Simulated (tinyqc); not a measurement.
# Inductance and parasitic capacitance from two readings

Problem. A loss-free coil L in parallel with C shows the apparent inductance L/(1 - w^2 L C), w = 2 pi f. Find L, C and the self-resonance 1/(2 pi sqrt(L C)).

apparent inductance at 4.7 and 9.9 GHz (nH): 5.3841154  10.773739

Solution. The inverse of the reading is 1/L - w^2 C, a straight line in w^2.

L = 4.700 nH
C = 31.00 fF
self-resonance = 13.19 GHz

Computed by the program tinyqc: `OMP_NUM_THREADS=1 python tinyqc.py 2302176 2302177 out.jsonl`, one thread of a shared Intel Xeon 2.30GHz, about 0.01 s for the whole run.
